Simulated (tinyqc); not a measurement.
## Energy and delay of logic against supply voltage: optimum supplies against the temperature

One expression serves below and above threshold: I(Vg) = Ik [ln(1 + exp((Vg - VT + dd V)/(al nf Vt)))]^al, with I_on = I(V) and I_off = I(0). Gate delay td = kd C V/I_on, clock period LD td. Per gate and cycle the switching energy is act C V^2 and the leakage energy I_off V LD td. No short-circuit current, no variation. Minima are sought above 0.09 V; below a few Vt gates no longer switch and the model has no meaning.

V_min minimises the energy and V_EDP the product of energy and td. VT, Ik and nf are held fixed.

Parameters, values chosen for the exercise; values of the order met in logic technologies:
```
symbol  value  unit                               meaning
VT       0.43     V  threshold voltage at zero drain bias
nf       1.31                                slope factor
dd       0.06         barrier lowering per volt of supply
Ik        2.6    uA            specific current of a gate
al       1.32                 exponent of the current law
C         2.9    fF            load capacitance of a gate
kd        1.1                                delay factor
LD         20                                 logic depth
act       0.2                             activity factor
```

Constants: q = 1.602176634e-19 C, kB = 1.380649e-23 J/K, Vt = kB T/q. Results are converted to the units shown.

Optimum supplies against the temperature:
```
T (K)  V_min (V)  energy at V_min (aJ)  leakage share (%)  clock at V_min (MHz)  V_EDP (V)  clock at V_EDP (GHz)
220       0.1281                 15.54              38.79              0.002276     0.7244                 1.223
250       0.1455                 20.07              38.80               0.01599     0.7243                 1.033
280       0.1630                 25.19              38.83               0.07294     0.7242                0.8892
310       0.1804                 30.90              38.91                0.2449     0.7240                0.7770
340       0.1978                 37.24              39.08                0.6560     0.7237                0.6873
```

What does the table show?

As T goes from 220 to 340, V_min rises from 0.128 to 0.198 V, the energy there rises from 15.5 to 37.2 aJ, the clock there rises from 0.00228 to 0.656 MHz and V_EDP stays near 0.724 V.

Computed by the program tinyqc: `OMP_NUM_THREADS=1 python tinyqc.py 2082147 2082148 out.jsonl`, one thread of a shared Intel Xeon 2.30GHz, about 0.01 s for the whole run.
